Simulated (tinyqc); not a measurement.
Zener tunnelling in a reverse-biased junction, two-band WKB: one step of the calculation.

Abrupt p-n junction, depletion approximation. Energies E are counted from the conduction-band edge of the neutral n side; its Fermi level lies at dn, that of the p side at dn - V, and the valence-band edge of the neutral p side at Em = dn + dp - V. Tunnelling needs 0 < E < Em. Two-band dispersion with equal masses m: inside the gap kappa = sqrt(m u (1 - u/Eg)/C), u the distance from a band edge, C = hbar^2/(2 m0).

Problem. Current density on a coarse grid. J = KJ exp(-S) Eb times the integral from 0 to Em of [f(E - dn) - f(E - dn + V)] [1 - exp(-min(E, Em - E)/Eb)] dE, f(x) = 1/(1 + exp(x/Vt)), with S and Eb from the mean field; J > 0 flows from p to n. KJ = (2 q^2/h) m/(4 pi C) (times 1e14 for A/cm^2 per eV^2). Simpson's rule on nE equally spaced points from 0 to Em.

Inputs (values chosen for the exercise); band and dielectric values close to those of germanium: temperature T = 300 K; band-edge mass of the two-band model m = 0.053 m0; bias of the p side V = -1.8 V; points of the energy grid nE = 11.

Constants: q = 1.602176634e-19 C, kB = 1.380649e-23 J/K, hbar = 1.054571817e-34 J s, h = 6.62607015e-34 J s, m0 = 9.1093837015e-31 kg, Vt = kB T/q, hbar^2/(2 m0) = 0.0380998212 eV nm^2. Results are converted to the units shown.

dn = -0.025368715 eV
dp = -0.016655088 eV
S = 10.634174
Eb = 15.257414 meV

Wanted: E; difference of the f; transverse factor; integral; KJ; J.

Solution.

```
point  E (eV)  difference of the f  transverse factor
0      0.0000              -0.7274             0.0000
1      0.1758              -0.9996             1.0000
2      0.3516              -1.0000             1.0000
3      0.5274              -1.0000             1.0000
4      0.7032              -1.0000             1.0000
5      0.8790              -1.0000             1.0000
6      1.0548              -1.0000             1.0000
7      1.2306              -1.0000             1.0000
8      1.4064              -1.0000             1.0000
9      1.5822              -0.9994             1.0000
10     1.7580              -0.6557             0.0000
```

integral = -1.6405 eV
KJ = 8.5770e8 A/(cm^2 eV^2)
J = -516.94 A/cm^2

Range of the model: The two-band model describes a direct gap; phonon-assisted tunnelling across an indirect gap is left out. Parabolic densities of states, no band tails and no gap narrowing, all of which matter at such doping.

Program tinyqc, `OMP_NUM_THREADS=1 python tinyqc.py 2620128 2620129 out.jsonl`; Intel Xeon 2.30GHz, shared host, one thread, about 0.03 s.
